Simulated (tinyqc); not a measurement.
Inside a calculation. Method: MP2 on RHF in the sto-3g basis, frozen core, for BeH2, spin multiplicity 1. Computed by tinyqc, a small Python program that keeps every step (integrals from PySCF). Settings: charge = 0, multiplicity = 1, basis = sto-3g, method = RHF, frozen orbitals = 1, energy threshold = 1e-10, iteration cap = 83, orthogonalisation = canonical, start = core, DIIS depth = 6. Command: `OMP_NUM_THREADS=1 python tinyqc.py 22753 22754 out.jsonl` (the two numbers bound the seeds that draw the settings). One thread of a shared host (Intel(R) Xeon(R) Processor @ 2.60GHz), about 0.1 s of CPU time with the checks. The early iterations of the SCF are left out here.

## One-electron integrals

Geometry (angstrom):
```
atom,x,y,z
Be,0.00000,0.00000,0.00000
H,0.00000,1.61200,0.06100
H,0.00000,-1.55900,0.05900
```

Basis sto-3g: exponents (1/bohr^2) and contraction coefficients of normalised primitives:
```
element,l (shell),exponent,coefficient
Be,s (1),30.16787,0.15433
Be,s (1),5.49512,0.53533
Be,s (1),1.48719,0.44463
Be,s (2),1.31483,-0.09997
Be,s (2),0.30554,0.39951
Be,s (2),0.09937,0.70012
Be,p (3),1.31483,0.15592
Be,p (3),0.30554,0.60768
Be,p (3),0.09937,0.39196
H,s (1),3.42525,0.15433
H,s (1),0.62391,0.53533
H,s (1),0.16886,0.44463
```

Overlap, kinetic and nuclear-attraction integrals over the contracted functions; the nuclear repulsion is the sum of Za Zb / Rab.

nuclear repulsion = 2.8357996 hartree

overlap S, lower triangle:
```
,1Be 1s,1Be 2s,1Be 2px,1Be 2py,1Be 2pz,2H 1s,3H 1s
1Be 1s,1.00000
1Be 2s,0.25952,1.00000
1Be 2px,0.00000,0.00000,1.00000
1Be 2py,0.00000,0.00000,0.00000,1.00000
1Be 2pz,0.00000,0.00000,0.00000,0.00000,1.00000
2H 1s,0.03815,0.35500,0.00000,0.43915,0.01662,1.00000
3H 1s,0.04285,0.37436,0.00000,-0.45691,0.01729,0.01264,1.00000
```

kinetic energy T (hartree), lower triangle:
```
,1Be 1s,1Be 2s,1Be 2px,1Be 2py,1Be 2pz,2H 1s,3H 1s
1Be 1s,6.69397
1Be 2s,-0.03301,0.21111
1Be 2px,0.00000,0.00000,0.66059
1Be 2py,0.00000,0.00000,0.00000,0.66059
1Be 2pz,0.00000,0.00000,0.00000,0.00000,0.66059
2H 1s,-0.01075,0.03388,0.00000,0.11334,0.00429,0.76003
3H 1s,-0.01192,0.03960,0.00000,-0.12699,0.00481,-0.00525,0.76003
```

nuclear attraction V (hartree), lower triangle:
```
,1Be 1s,1Be 2s,1Be 2px,1Be 2py,1Be 2pz,2H 1s,3H 1s
1Be 1s,-15.22832
1Be 2s,-2.07240,-2.95903
1Be 2px,0.00000,0.00000,-2.88081
1Be 2py,0.00086,0.00562,0.00000,-3.05956
1Be 2pz,-0.00097,-0.00909,0.00000,0.00021,-2.88107
2H 1s,-0.30305,-0.95124,0.00000,-1.14501,-0.04403,-2.70242
3H 1s,-0.34059,-1.01962,0.00000,1.21281,-0.04664,-0.04114,-2.74603
```

core Hamiltonian H = T + V (hartree), lower triangle:
```
,1Be 1s,1Be 2s,1Be 2px,1Be 2py,1Be 2pz,2H 1s,3H 1s
1Be 1s,-8.53435
1Be 2s,-2.10542,-2.74792
1Be 2px,0.00000,0.00000,-2.22022
1Be 2py,0.00086,0.00562,0.00000,-2.39897
1Be 2pz,-0.00097,-0.00909,0.00000,0.00021,-2.22048
2H 1s,-0.31381,-0.91736,0.00000,-1.03168,-0.03974,-1.94239
3H 1s,-0.35251,-0.98002,0.00000,1.08582,-0.04183,-0.04638,-1.98600
```

## Two-electron integrals

Functions are numbered as in S; the eight-fold symmetry (ij|kl) = (ji|kl) = (kl|ij) leaves the list below.

Two-electron integrals (ij|kl) in chemists' order, unique and non-zero (hartree):
```
i,j,k,l,(ij|kl)
1,1,1,1,2.29883
2,1,1,1,0.39204
2,1,2,1,0.07954
2,2,1,1,0.57099
2,2,2,1,0.14304
2,2,2,2,0.41768
3,1,3,1,0.01461
3,2,3,1,0.02189
3,2,3,2,0.09226
3,3,1,1,0.56958
3,3,2,1,0.14308
3,3,2,2,0.41759
3,3,3,3,0.44986
4,1,4,1,0.01461
4,2,4,1,0.02189
4,2,4,2,0.09226
4,3,4,3,0.02425
4,4,1,1,0.56958
4,4,2,1,0.14308
4,4,2,2,0.41759
4,4,3,3,0.40136
4,4,4,4,0.44986
5,1,5,1,0.01461
5,2,5,1,0.02189
5,2,5,2,0.09226
5,3,5,3,0.02425
5,4,5,4,0.02425
5,5,1,1,0.56958
5,5,2,1,0.14308
5,5,2,2,0.41759
5,5,3,3,0.40136
5,5,4,4,0.40136
5,5,5,5,0.44986
6,1,1,1,0.05689
6,1,2,1,0.01153
6,1,2,2,0.02093
6,1,3,3,0.02079
6,1,4,1,0.00101
6,1,4,2,0.00192
6,1,4,4,0.02122
6,1,5,1,3.84e-05
6,1,5,2,0.00007
6,1,5,4,1.63e-05
6,1,5,5,0.02079
6,1,6,1,0.00175
6,2,1,1,0.15692
6,2,2,1,0.03999
6,2,2,2,0.12978
6,2,3,3,0.12464
6,2,4,1,0.00519
6,2,4,2,0.03360
6,2,4,4,0.13992
6,2,5,1,0.00020
6,2,5,2,0.00127
6,2,5,4,0.00058
6,2,5,5,0.12466
6,2,6,1,0.00642
6,2,6,2,0.06360
6,3,3,1,0.00341
6,3,3,2,0.01658
6,3,4,3,0.00560
6,3,5,3,0.00021
6,3,6,3,0.00534
6,4,1,1,0.17562
6,4,2,1,0.04525
6,4,2,2,0.15371
6,4,3,3,0.14466
6,4,4,1,0.00831
6,4,4,2,0.05188
6,4,4,4,0.17164
6,4,5,1,0.00019
6,4,5,2,0.00134
6,4,5,4,0.00081
6,4,5,5,0.14468
6,4,6,1,0.00753
6,4,6,2,0.08509
6,4,6,4,0.11672
6,5,1,1,0.00665
6,5,2,1,0.00171
6,5,2,2,0.00582
6,5,3,3,0.00547
6,5,4,1,0.00019
6,5,4,2,0.00134
6,5,4,4,0.00607
6,5,5,1,0.00342
6,5,5,2,0.01663
6,5,5,4,0.00563
6,5,5,5,0.00590
6,5,6,1,0.00029
6,5,6,2,0.00322
6,5,6,4,0.00421
6,5,6,5,0.00550
6,6,1,1,0.32706
6,6,2,1,0.08474
6,6,2,2,0.30942
6,6,3,3,0.28757
6,6,4,1,0.01200
6,6,4,2,0.10311
6,6,4,4,0.35272
6,6,5,1,0.00045
6,6,5,2,0.00390
6,6,5,4,0.00247
6,6,5,5,0.28766
6,6,6,1,0.01383
6,6,6,2,0.19823
6,6,6,4,0.27988
6,6,6,5,0.01059
6,6,6,6,0.77461
7,1,1,1,0.06390
7,1,2,1,0.01296
7,1,2,2,0.02351
7,1,3,3,0.02335
7,1,4,1,-0.00114
7,1,4,2,-0.00216
7,1,4,4,0.02384
7,1,5,1,4.31e-05
7,1,5,2,0.00008
7,1,5,4,-1.87e-05
7,1,5,5,0.02335
7,1,6,1,0.00180
7,1,6,2,0.00609
7,1,6,4,0.00668
7,1,6,5,0.00027
7,1,6,6,0.01283
7,1,7,1,0.00221
7,2,1,1,0.16891
7,2,2,1,0.04301
7,2,2,2,0.13868
7,2,3,3,0.13325
7,2,4,1,-0.00560
7,2,4,2,-0.03562
7,2,4,4,0.14937
7,2,5,1,0.00021
7,2,5,2,0.00135
7,2,5,4,-0.00061
7,2,5,5,0.13328
7,2,6,1,0.00583
7,2,6,2,0.03302
7,2,6,4,0.03632
7,2,6,5,0.00166
7,2,6,6,0.07515
7,2,7,1,0.00775
7,2,7,2,0.07117
7,3,3,1,0.00376
7,3,3,2,0.01805
7,3,4,3,-0.00602
7,3,5,3,0.00023
7,3,6,3,0.00213
7,3,7,3,0.00616
7,4,1,1,-0.18642
7,4,2,1,-0.04801
7,4,2,2,-0.16215
7,4,3,3,-0.15257
7,4,4,1,0.00901
7,4,4,2,0.05514
7,4,4,4,-0.18113
7,4,5,1,-0.00020
7,4,5,2,-0.00140
7,4,5,4,0.00085
7,4,5,5,-0.15260
7,4,6,1,-0.00630
7,4,6,2,-0.03568
7,4,6,4,-0.03836
7,4,6,5,-0.00177
7,4,6,6,-0.08116
7,4,7,1,-0.00900
7,4,7,2,-0.09424
7,4,7,4,0.12822
7,5,1,1,0.00706
7,5,2,1,0.00182
7,5,2,2,0.00614
7,5,3,3,0.00577
7,5,4,1,-0.00020
7,5,4,2,-0.00140
7,5,4,4,0.00640
7,5,5,1,0.00377
7,5,5,2,0.01811
7,5,5,4,-0.00604
7,5,5,5,0.00623
7,5,6,1,0.00026
7,5,6,2,0.00164
7,5,6,4,0.00178
7,5,6,5,0.00221
7,5,6,6,0.00380
7,5,7,1,0.00034
7,5,7,2,0.00357
7,5,7,4,-0.00462
7,5,7,5,0.00634
7,6,1,1,0.00781
7,6,2,1,0.00193
7,6,2,2,0.00549
7,6,3,3,0.00542
7,6,4,1,5.03e-06
7,6,4,2,3.38e-05
7,6,4,4,0.00563
7,6,5,1,2.03e-05
7,6,5,2,0.00010
7,6,5,4,8.20e-07
7,6,5,5,0.00542
7,6,6,1,0.00028
7,6,6,2,0.00176
7,6,6,4,0.00212
7,6,6,5,0.00010
7,6,6,6,0.00432
7,6,7,1,0.00032
7,6,7,2,0.00185
7,6,7,4,-0.00219
7,6,7,5,0.00010
7,6,7,6,0.00007
7,7,1,1,0.33792
7,7,2,1,0.08752
7,7,2,2,0.31723
7,7,3,3,0.29458
7,7,4,1,-0.01274
7,7,4,2,-0.10669
7,7,4,4,0.36216
7,7,5,1,0.00048
7,7,5,2,0.00404
7,7,5,4,-0.00256
7,7,5,5,0.29467
7,7,6,1,0.01176
7,7,6,2,0.07179
7,7,6,4,0.07883
7,7,6,5,0.00367
7,7,6,6,0.16688
7,7,7,1,0.01609
7,7,7,2,0.21078
7,7,7,4,-0.29512
7,7,7,5,0.01117
7,7,7,6,0.00432
7,7,7,7,0.77461
```

## Orthogonalisation

S = U s U^T; canonical form X = U s^(-1/2), so that X^T S X = 1. Each column of U has its largest component positive (the first on a tie).

eigenvalues of S: 0.35839  0.45039  0.95422  1.00000  1.00253  1.60069  1.63378

X:
```
,1,2,3,4,5,6,7
1Be 1s,0.04560,-0.40714,0.89102,0.00000,-0.20384,0.25225,0.11997
1Be 2s,-0.15968,1.06703,-0.05943,0.00000,-0.02458,0.48810,0.23826
1Be 2px,0.00000,0.00000,0.00000,1.00000,0.00000,0.00000,0.00000
1Be 2py,1.16491,0.13844,0.00404,0.00000,-0.00082,0.24879,-0.49846
1Be 2pz,-0.00627,0.04071,0.23213,0.00000,0.97201,0.01769,0.00867
2H 1s,-0.72994,-0.75983,-0.31990,0.00000,0.07392,0.48988,-0.19442
3H 1s,0.93424,-0.56377,-0.30706,0.00000,0.07105,0.14377,0.50456
```

## Iteration 7 (converged): orbitals

converged F (hartree), lower triangle:
```
,1Be 1s,1Be 2s,1Be 2px,1Be 2py,1Be 2pz,2H 1s,3H 1s
1Be 1s,-4.53138
1Be 2s,-1.28996,-0.59175
1Be 2px,0.00000,0.00000,0.21369
1Be 2py,0.00000,0.00671,0.00000,-0.13933
1Be 2pz,0.00087,-0.00617,0.00000,0.00036,0.21338
2H 1s,-0.19623,-0.32430,0.00000,-0.29496,-0.00858,-0.22006
3H 1s,-0.22018,-0.34068,0.00000,0.30322,-0.00892,-0.01292,-0.23545
```

Diagonalise F' = X^T F X, C = X C', fill 3 alpha and 3 beta electrons from the bottom; D = 2 C_occ C_occ^T. Each column has its largest component positive (the first on a tie).

F' = X^T F X (hartree), lower triangle:
```
,1,2,3,4,5,6,7
1,0.67956
2,0.04157,0.21098
3,-0.06186,0.71440,-3.28811
4,0.00000,0.00000,0.00000,0.21369
5,0.01367,-0.16263,0.84430,0.00000,0.00965
6,0.00124,0.28208,-1.46370,0.00000,0.36121,-1.13124
7,-0.05975,0.12853,-0.70961,0.00000,0.17511,-0.37579,-0.55362
```

orbital energies (hartree): MO1 -4.53472, MO2 -0.41507, MO3 -0.37067, MO4 0.21275, MO5 0.21369, MO6 0.34888, MO7 0.68607

coefficients C:
```
,MO1,MO2,MO3,MO4,MO5,MO6,MO7
1Be 1s,0.99188,-0.21074,-0.02354,0.02371,0.00000,-0.22778,0.00967
1Be 2s,0.03102,0.60672,0.07456,-0.09946,0.00000,1.03665,-0.06347
1Be 2px,0.00000,0.00000,0.00000,0.00000,1.00000,0.00000,0.00000
1Be 2py,-0.00011,-0.05643,0.49219,-0.00128,0.00000,0.03640,1.19991
1Be 2pz,-0.00003,0.00841,0.00086,0.99460,0.00000,0.10707,-0.00336
2H 1s,-0.00382,0.34032,0.47800,0.05216,0.00000,-0.74284,-0.77258
3H 1s,-0.00383,0.43875,-0.38236,0.05024,0.00000,-0.69633,0.85972
```

D after iteration 7, lower triangle:
```
,1Be 1s,1Be 2s,1Be 2px,1Be 2py,1Be 2pz,2H 1s,3H 1s
1Be 1s,2.05758
1Be 2s,-0.19769,0.74926
1Be 2px,0.00000,0.00000,0.00000
1Be 2py,0.00039,0.00492,0.00000,0.49087
1Be 2pz,-0.00365,0.01033,0.00000,-0.00010,0.00014
2H 1s,-0.17352,0.48400,0.00000,0.43213,0.00655,0.68863
3H 1s,-0.17452,0.47515,0.00000,-0.42590,0.00672,-0.06687,0.67743
```

## Convergence

Stop when the energy changes by less than 1e-10 hartree and every element of the error matrix X^T (F D S - S D F) X is below 3e-06.

Course of the cycle:
```
iteration,E (hartree),change,largest element of the error matrix
1,-14.7662017,-,7.04e-01
2,-15.5071945,-7.41e-01,2.66e-02
3,-15.5078082,-6.14e-04,3.35e-03
4,-15.5078323,-2.40e-05,5.89e-04
5,-15.5078335,-1.28e-06,4.09e-05
6,-15.5078335,-4.18e-09,5.06e-06
7,-15.5078335,-7.78e-11,1.85e-06
```

PySCF RHF in the same basis = -15.5078335 hartree

Converged in 7 iterations.

## Integrals over molecular orbitals

(pq|rs) = sum C_ip C_jq C_kr C_ls (ij|kl), one index at a time.

one-electron integrals over orbitals h = C^T H C (hartree), lower triangle:
```
,1,2,3,4,5,6,7
1,-8.52307
2,0.20638,-2.28660
3,0.02342,0.00638,-2.21350
4,-0.02361,0.01387,0.00288,-2.21802
5,0.00000,0.00000,0.00000,0.00000,-2.22022
6,0.20263,-0.24322,-0.04879,-0.02659,0.00000,-1.89150
7,-0.00727,0.04177,-0.31160,0.00052,0.00000,-0.00250,-1.86093
```

Two-electron integrals over orbitals (pq|rs), unique and non-zero (hartree); the lowest 1 orbital is frozen and left out:
```
p,q,r,s,(pq|rs)
2,2,2,2,0.38180
3,2,2,2,-0.03858
3,2,3,2,0.14965
3,3,2,2,0.37531
3,3,3,2,0.03158
3,3,3,3,0.41427
4,2,2,2,0.00370
4,2,3,2,-0.00088
4,2,3,3,0.00455
4,2,4,2,0.04705
4,3,2,2,-0.00135
4,3,3,2,0.00699
4,3,3,3,0.00220
4,3,4,2,0.00379
4,3,4,3,0.01322
4,4,2,2,0.35222
4,4,3,2,0.00031
4,4,3,3,0.33294
4,4,4,2,-0.01425
4,4,4,3,-0.00199
4,4,4,4,0.45035
5,2,5,2,0.04689
5,3,5,2,0.00380
5,3,5,3,0.01270
5,4,5,2,-0.00446
5,4,5,3,-0.00054
5,4,5,4,0.02456
5,5,2,2,0.35255
5,5,3,2,0.00030
5,5,3,3,0.33289
5,5,4,2,-0.00547
5,5,4,3,-0.00092
5,5,4,4,0.40100
5,5,5,5,0.44986
6,2,2,2,-0.01613
6,2,3,2,0.01178
6,2,3,3,-0.03782
6,2,4,2,-0.00255
6,2,4,3,-2.04e-05
6,2,4,4,0.06599
6,2,5,5,0.06742
6,2,6,2,0.08215
6,3,2,2,0.02062
6,3,3,2,-0.08835
6,3,3,3,-0.02564
6,3,4,2,-0.00006
6,3,4,3,-0.00627
6,3,4,4,0.01219
6,3,5,5,0.01241
6,3,6,2,0.00558
6,3,6,3,0.08871
6,4,2,2,0.00087
6,4,3,2,-0.00042
6,4,3,3,-0.00272
6,4,4,2,0.04430
6,4,4,3,0.00562
6,4,4,4,-0.00102
6,4,5,5,0.00437
6,4,6,2,0.01164
6,4,6,3,0.00217
6,4,6,4,0.04789
6,5,5,2,0.04586
6,5,5,3,0.00586
6,5,5,4,-0.00276
6,5,6,5,0.04871
6,6,2,2,0.37246
6,6,3,2,0.00818
6,6,3,3,0.38744
6,6,4,2,0.01195
6,6,4,3,0.00199
6,6,4,4,0.34977
6,6,5,5,0.35127
6,6,6,2,-0.02487
6,6,6,3,-0.00991
6,6,6,4,0.00734
6,6,6,6,0.39370
7,2,2,2,0.01023
7,2,3,2,-0.03828
7,2,3,3,-0.00462
7,2,4,2,0.00165
7,2,4,3,-0.00557
7,2,4,4,-0.00990
7,2,5,5,-0.00997
7,2,6,2,-0.01697
7,2,6,3,0.06038
7,2,6,4,-0.00087
7,2,6,6,0.00047
7,2,7,2,0.05897
7,3,2,2,0.00112
7,3,3,2,0.00153
7,3,3,3,-0.01755
7,3,4,2,-0.00773
7,3,4,3,-0.00152
7,3,4,4,0.06983
7,3,5,5,0.07018
7,3,6,2,0.07670
7,3,6,3,0.01685
7,3,6,4,0.00599
7,3,6,6,-0.01986
7,3,7,2,-0.00837
7,3,7,3,0.08605
7,4,2,2,0.00300
7,4,3,2,-0.01262
7,4,3,3,-0.00295
7,4,4,2,-0.00352
7,4,4,3,0.01224
7,4,4,4,0.00026
7,4,5,5,-1.54e-05
7,4,6,2,-0.00123
7,4,6,3,0.00830
7,4,6,4,-0.00135
7,4,6,6,-0.00121
7,4,7,2,0.00266
7,4,7,3,-0.00019
7,4,7,4,0.01813
7,5,5,2,-0.00364
7,5,5,3,0.01286
7,5,5,4,0.00014
7,5,6,5,-0.00146
7,5,7,5,0.01703
7,6,2,2,-0.03237
7,6,3,2,0.13448
7,6,3,3,0.03212
7,6,4,2,-0.00123
7,6,4,3,0.00788
7,6,4,4,-0.00032
7,6,5,5,-0.00042
7,6,6,2,0.00912
7,6,6,3,-0.08978
7,6,6,4,-0.00102
7,6,6,6,0.01000
7,6,7,2,-0.04674
7,6,7,3,-0.00026
7,6,7,4,-0.01112
7,6,7,6,0.13428
7,7,2,2,0.40108
7,7,3,2,-0.01371
7,7,3,3,0.41072
7,7,4,2,0.00104
7,7,4,3,-0.00062
7,7,4,4,0.37662
7,7,5,5,0.37638
7,7,6,2,-0.01848
7,7,6,3,0.00693
7,7,6,4,-0.00244
7,7,6,6,0.40689
7,7,7,2,0.00565
7,7,7,3,0.00452
7,7,7,4,0.00097
7,7,7,6,-0.01004
7,7,7,7,0.45207
```

## Second-order Moller-Plesset energy

Hartree-Fock energy = -15.5078335 hartree

E2 = sum_ijab (ia|jb) [2 (ia|jb) - (ib|ja)] / (e_i + e_j - e_a - e_b) over occupied i, j and virtual a, b; the opposite-spin part is (ia|jb)^2 / denominator, the rest is same-spin, and SCS-MP2 scales them by 6/5 and 1/3.

Terms:
```
i,j,a,b,(ia|jb),(ib|ja),denominator,term
3,3,6,6,0.08871,0.08871,-1.43910,-0.00547
2,2,6,6,0.08215,0.08215,-1.52789,-0.00442
2,3,6,7,0.07670,0.06038,-1.82068,-0.00392
3,2,7,6,0.07670,0.06038,-1.82068,-0.00392
3,3,7,7,0.08605,0.08605,-2.11347,-0.00350
2,2,4,4,0.04705,0.04705,-1.25562,-0.00176
2,2,5,5,0.04689,0.04689,-1.25751,-0.00175
2,2,7,7,0.05897,0.05897,-2.20226,-0.00158
3,2,6,7,0.06038,0.07670,-1.82068,-0.00146
2,3,7,6,0.06038,0.07670,-1.82068,-0.00146
3,3,7,6,0.01685,0.01685,-1.77629,-0.00016
3,3,6,7,0.01685,0.01685,-1.77629,-0.00016
2,2,6,7,-0.01697,-0.01697,-1.86508,-0.00015
2,2,7,6,-0.01697,-0.01697,-1.86508,-0.00015
3,3,4,4,0.01322,0.01322,-1.16684,-0.00015
3,3,5,5,0.01270,0.01270,-1.16872,-0.00014
3,2,7,4,-0.00773,-0.00557,-1.68455,-4.54e-05
2,3,4,7,-0.00773,-0.00557,-1.68455,-4.54e-05
2,3,7,7,-0.00837,-0.00837,-2.15787,-3.25e-05
3,2,7,7,-0.00837,-0.00837,-2.15787,-3.25e-05
3,3,6,4,-0.00627,-0.00627,-1.30297,-3.02e-05
3,3,4,6,-0.00627,-0.00627,-1.30297,-3.02e-05
3,2,6,6,0.00558,0.00558,-1.48349,-2.10e-05
2,3,6,6,0.00558,0.00558,-1.48349,-2.10e-05
3,2,5,5,0.00380,0.00380,-1.21312,-1.19e-05
2,3,5,5,0.00380,0.00380,-1.21312,-1.19e-05
2,3,4,4,0.00379,0.00379,-1.21123,-1.19e-05
3,2,4,4,0.00379,0.00379,-1.21123,-1.19e-05
2,3,7,4,-0.00557,-0.00773,-1.68455,-1.13e-05
3,2,4,7,-0.00557,-0.00773,-1.68455,-1.13e-05
2,2,4,6,-0.00255,-0.00255,-1.39176,-4.68e-06
2,2,6,4,-0.00255,-0.00255,-1.39176,-4.68e-06
2,2,4,7,0.00165,0.00165,-1.72894,-1.57e-06
2,2,7,4,0.00165,0.00165,-1.72894,-1.57e-06
3,3,7,4,-0.00152,-0.00152,-1.64016,-1.41e-06
3,3,4,7,-0.00152,-0.00152,-1.64016,-1.41e-06
3,2,6,4,-0.00006,-2.04e-05,-1.34736,-4.61e-09
2,3,4,6,-0.00006,-2.04e-05,-1.34736,-4.61e-09
3,2,4,6,-2.04e-05,-0.00006,-1.34736,3.06e-10
2,3,6,4,-2.04e-05,-0.00006,-1.34736,3.06e-10
```

Pair energies (hartree; pair i-j sums ij and ji):
```
pair,opposite spin,same spin
2-2,-0.00983,0
3-2,-0.01073,-0.00030
3-3,-0.00964,0
```

MP2 correlation energy = -0.0304996 hartree

SCS-MP2 correlation energy = -0.0363413 hartree

MP2 total energy = -15.5383331 hartree
